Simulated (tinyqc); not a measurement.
Composition and strain of an epitaxial Si(1-x)Ge(x) layer from Raman and X-ray peaks: one step, computed by the program tinyqc. Command: `OMP_NUM_THREADS=1 python tinyqc.py 3014731 3014732 out.jsonl epiraman walk`. One thread of a shared host (Intel(R) Xeon(R) Processor @ 2.30GHz), about 0.01 s of CPU time with the checks.

A (001) layer, biaxially strained in the plane. The Raman peaks follow empirical lines omega = w0 + c1 x + c3 x^3 + b eps (c3 for Si-Ge alone), with eps the in-plane strain.

Task: Lattice constants and strain. Relaxed lattice constant a(x) = a_Si + (a_Ge - a_Si) x - B x (1 - x). In-plane constant a_par = a_sub + R (a(x) - a_sub); eps = a_par/a(x) - 1; eps_perp = -(2 C12/C11) eps with 2 C12/C11 linear in x; a_perp = a(x) (1 + eps_perp).

Inputs (values chosen for the exercise, modelled on silicon-germanium):
```
quantity                value      unit
Ge fraction x            0.79         -
degree of relaxation R      0         -
lattice constant of Si  5.431  angstrom
lattice constant of Ge  5.658  angstrom
bowing B                0.026  angstrom
2 C12/C11 of Si         0.773         -
2 C12/C11 of Ge          0.75         -
```

Substrate: silicon.

Give: relaxed constant a(x); substrate constant a_sub; a_par; in-plane strain eps; strain along the normal; a_perp.

Result:

relaxed constant a(x) = 5.6060 angstrom

substrate constant a_sub = 5.431 angstrom

a_par = 5.431 angstrom

in-plane strain eps = -31.219 per mille

strain along the normal = 23.565 per mille

a_perp = 5.7381 angstrom

The layer is under compression in the plane and is stretched along the normal. Caution: strains above 2 % survive only in layers a few nanometres thick, and the linear relations lose accuracy.
